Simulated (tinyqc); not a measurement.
# Electron mobility in a silicon inversion layer, empirical terms and Matthiessen rule, step by step

Numbers from tinyqc (`OMP_NUM_THREADS=1 python tinyqc.py 2510124 2510125 out.jsonl`; about 0.01 s on one thread of a shared Intel Xeon 2.30GHz). Printed values are rounded.

Inversion layer of sheet density Ns on a uniformly doped body. The mobility terms are empirical power laws with prefactors chosen for the exercise; adding their inverses (Matthiessen) is itself an approximation.

Parameters, values chosen for the exercise; material values close to those of silicon:
- T = 350 K (temperature)
- Eg = 1.11 eV (band gap)
- eps_r = 11.5 (relative permittivity of the semiconductor)
- Nc = 3.49e19 cm^-3 (conduction-band density of states at T)
- Nv = 3.38e19 cm^-3 (valence-band density of states at T)
- Nb = 1.5e17 cm^-3 (body doping)
- Vsb = 1 V (reverse body bias)
- eta = 0.5 (weight of the inversion charge in the effective field)
- Cox = 1.3 uF/cm^2 (gate capacitance)
- Ap = 409 cm^2/(V s) (phonon-limited mobility at 1 MV/cm and 300 K)
- As = 986 cm^2/(V s) (roughness-limited mobility at 1 MV/cm)
- gs = 2 (exponent of the roughness term)
- Ac = 1700 cm^2/(V s) (Coulomb prefactor)
- Nit = 4.3e10 cm^-2 (charge at the interface)
- Ns = 2.9e12 cm^-2 (inversion density)
- WL = 20 (ratio W/L)
- Vd = 0.02 V (drain voltage)
- I = 58.4 uA (measured linear current)

Constants: q = 1.602176634e-19 C, kB = 1.380649e-23 J/K, Vt = kB T/q, eps0 = 8.8541878128e-14 F/cm where lengths are in cm. Results are converted to the units shown.

## Depletion charge and effective field

ni = sqrt(Nc Nv) exp(-Eg/(2 Vt)), Eg in volts; Ndep = sqrt(2 eps0 eps_r Nb (2 Vt ln(Nb/ni) + Vsb)/q); E = q (Ndep + eta Ns)/(eps0 eps_r), in MV/cm.

ni = 3.50125e11 cm^-3
Ndep = 1.84337e12 cm^-2
E = 0.518208 MV/cm

The depletion charge gives 56.0 % of the field.

## Mobility terms and their sum

With t = T/(300 K): muC = Ac (Ns/1e12 cm^-2) t/(Nb/1e17 cm^-3 + Nit/1e11 cm^-2), muP = Ap E^(-1/3) t^(-1.75), muS = As E^(-gs); 1/mu is the sum of the inverses.

terms (cm^2/(V s)): Coulomb 2980.14, phonon 388.805, roughness 3671.72
mu = 314.476 cm^2/(V s)
shares of 1/mu (%): Coulomb 10.5524, phonon 80.8828, roughness 8.56483

The phonon term limits most.

## Iteration 1: inversion density for the measured current

Ns at the start = 4.3e12 cm^-2

I = (W/L) q Ns mu Vd. E = q (Ndep + eta Ns)/(eps0 eps_r) in MV/cm. With t = T/(300 K): muC = Ac (Ns/1e12 cm^-2) t/(Nb/1e17 cm^-3 + Nit/1e11 cm^-2), muP = Ap E^(-1/3) t^(-1.75), muS = As E^(-gs); 1/mu is the sum of the inverses. Ns(new) = I/((W/L) q mu Vd).

E = 0.628352 MV/cm
mu = 296.791 cm^2/(V s)
Ns after iteration 1 = 3.07037e12 cm^-2

## Iteration 2: inversion density for the measured current

As before.

E = 0.531612 MV/cm
mu = 312.741 cm^2/(V s)
Ns after iteration 2 = 2.91378e12 cm^-2

## Course of the iteration: inversion density for the measured current

Stop when Ns changes by less than 1e5 cm^-2, or after 120 iterations.

Course of the iteration:
```
iteration,Ns (cm^-2),|change| (cm^-2)
1,3.07037e12,1.23e12
2,2.91378e12,1.57e11
3,2.89894e12,1.48e10
4,2.89761e12,1.32e9
5,2.89750e12,1.17e8
6,2.89749e12,1.03e7
7,2.89749e12,9.12e5
8,2.89749e12,8.05e4
```

Converged in 8 iterations. At the end each change is about 0.088 times the one before: linear convergence.

## Split C-V extraction

```
point,Vg (V),Cgc (uF/cm^2),I (uA)
0,0.1,1.74496e-4,1.00637e-7
1,0.2,0.00282443,2.63844e-5
2,0.3,0.0443439,0.00657682
3,0.4,0.473442,0.879019
4,0.5,1.17367,11.4631
5,0.6,1.29143,29.2779
6,0.7,1.29947,46.3911
7,0.8,1.29997,61.7704
8,0.9,1.30000,75.4966
9,1,1.30000,87.7428
10,1.1,1.30000,98.6704
11,1.2,1.30000,108.418
12,1.3,1.30000,117.106
```

Q(Vg) is the trapezoid sum of Cgc from the first point (where Q is taken as 0); mu_eff = I/((W/L) Q Vd); mu_FE = (dI/dVg)/((W/L) Cox Vd) with a backward difference. Listed from point 4 on.

```
point,Q (uC/cm^2),mu_eff (cm^2/(V s)),mu_FE (cm^2/(V s))
4,0.110753,258.752,203.539
5,0.234008,312.788,342.593
6,0.363553,319.012,329.100
7,0.493525,312.904,295.755
8,0.623523,302.702,263.966
9,0.753523,291.109,235.505
10,0.883523,279.196,210.145
11,1.01352,267.430,187.462
12,1.14352,256.021,167.077
```

At the last point mu_FE is 35 % below mu_eff: where the mobility falls with gate voltage the slope of I understates it.
